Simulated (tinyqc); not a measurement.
Worked calculation: Slater-Koster d bands of an fcc metal. Values are carried at full precision from step to step, so a last printed digit may differ when a step is redone from the rounded ones.

Slater-Koster d bands. For a bond with direction cosines (l, m, n) the 5 x 5 block is dds Ps + ddp Pp + ddd (1 - Ps - Pp), the projectors on sigma, pi and delta states about the bond; for instance <xy|xy> = 3 l^2 m^2 dds + (l^2 + m^2 - 4 l^2 m^2) ddp + (n^2 + l^2 m^2) ddd, <xy|yz> = 3 l m^2 n dds + l n (1 - 4 m^2) ddp + l n (m^2 - 1) ddd and <3z2-r2|3z2-r2> = (n^2 - (l^2 + m^2)/2)^2 dds + 3 n^2 (l^2 + m^2) ddp + (3/4)(l^2 + m^2)^2 ddd. H(k) sums the blocks times cos(k.R) over the neighbours; the d level is the zero of energy; k in 2 pi/a.

Parameters, chosen for this exercise (of the size met in Ni; not measured data): dds = -0.432 eV (dd sigma); ddp = 0.246 eV (dd pi); ddd = -0.06 eV (dd delta); Es = 6.6 eV (s level); sss = -1.14 eV (ss sigma); sds = -0.85 eV (sd sigma); k = (0.43, 0.1, 0) 2 pi/a (wave vector); Nd = 9 (d electrons per atom).

## The block of one bond

Direction (1,1,0)/sqrt2; its eigenvalues must be dds once, ddp twice and ddd twice.

block (eV), rows xy, yz, zx, x2-y2, 3z2-r2 and columns alike:
$$\begin{pmatrix}
-0.3390 & 0 & 0 & 0 & 0.1611 \\
0 & 0.0930 & 0.1530 & 0 & 0 \\
0 & 0.1530 & 0.0930 & 0 & 0 \\
0 & 0 & 0 & 0.2460 & 0 \\
0.1611 & 0 & 0 & 0 & -0.1530
\end{pmatrix}$$

## Levels at Gamma

Neighbours: twelve at (a/2)(1,1,0) and equivalents.

Summing the blocks at k = 0 gives E(t2g) = 3 dds + 4 ddp + 5 ddd, E(eg) = 1.5 dds + 6 ddp + 4.5 ddd.

levels (eV): t2g (threefold) -0.6120, eg (twofold) 0.5580

The t2g level lies lower, by 1.1700 eV.

## The Hamiltonian at one k

An s orbital at Es couples to nearest neighbours alone: <s|s> = sss, <s|xy> = sqrt3 l m sds (cyclic), <s|x2-y2> = (sqrt3/2)(l^2 - m^2) sds, <s|3z2-r2> = (n^2 - (l^2 + m^2)/2) sds.

Sum over the neighbours.

H(k) (eV), rows s, xy, yz, zx, x2-y2, 3z2-r2 and columns alike:
$$\begin{pmatrix}
0.3224 & 0.8880 & 0 & 0 & 1.0790 & -0.6411 \\
0.8880 & 0.1536 & 0 & 0 & 0 & -0.1943 \\
0 & 0 & -1.1313 & -0.1846 & 0 & 0 \\
0 & 0 & -0.1846 & 0.1352 & 0 & 0 \\
1.0790 & 0 & 0 & 0 & -0.0449 & 0.5065 \\
-0.6411 & -0.1943 & 0 & 0 & 0.5065 & 0.5570
\end{pmatrix}$$

## Levels and character

Diagonalise H; t2g is xy, yz, zx and eg the other two.

levels (eV): [-1.4585, -1.1577, -0.1071, 0.1615, 0.8546, 1.6991]

weights, rows s, t2g, eg; columns band 1, band 2, band 3, band 4, band 5, band 6:
$$\begin{pmatrix}
0.418 & 0.000 & 0.025 & 0.000 & 0.014 & 0.543 \\
0.100 & 1.000 & 0.678 & 1.000 & 0.005 & 0.217 \\
0.482 & 0.000 & 0.297 & 0.000 & 0.981 & 0.240
\end{pmatrix}$$

## Levels at points of symmetry

Coordinates: G (0, 0, 0), X (1, 0, 0), W (1, 0.5, 0), L (0.5, 0.5, 0.5), K (0.75, 0.75, 0); the others lie half way.

Levels (eV):
```
k        band 1  band 2  band 3  band 4  band 5  band 6
G        -7.080  -0.612  -0.612  -0.612   0.558   0.558
G-X 0.5  -1.442  -1.356   0.372   0.372   0.984   2.870
X        -2.621  -2.100   1.356   1.356   1.410  11.999
W        -0.984  -0.372  -0.372   0.345   1.356  11.427
L        -3.740  -0.540  -0.540   1.152   1.152   9.116
L-G 0.5  -3.151  -0.279  -0.279   0.558   0.558   1.993
K        -1.980  -0.859   0.576   0.793   1.188  11.270
```

On these points the bands run from -7.080 (G) to 11.999 eV (X).

## Second moment and the rectangular band

mu2 = z (dds^2 + 2 ddp^2 + 2 ddd^2)/5 per orbital, with z = 12. A rectangular band with the same mu2 has width W = sqrt(12 mu2), Fermi level W (Nd/10 - 1/2) and bond energy -W Nd (10 - Nd)/20 (Friedel).

mu2 = 0.7557 eV^2
W = 3.0113 eV
Fermi level = 1.2045 eV
bond energy per atom = -1.3551 eV

The bond energy is the attractive part alone; the repulsion between atoms, left out, cancels a large share of it in the cohesive energy.

## Checks

- Levels at Gamma from the formulas against H(0): they agree to 1e-10 or better.
- Second moment from the formula against the mean square level on the mesh: both 0.755654.

Program tinyqc; command `OMP_NUM_THREADS=1 python tinyqc.py 1450548 1450549 out.jsonl`; about 0.03 s on one thread of a shared Intel(R) Xeon(R) Processor @ 2.30GHz.
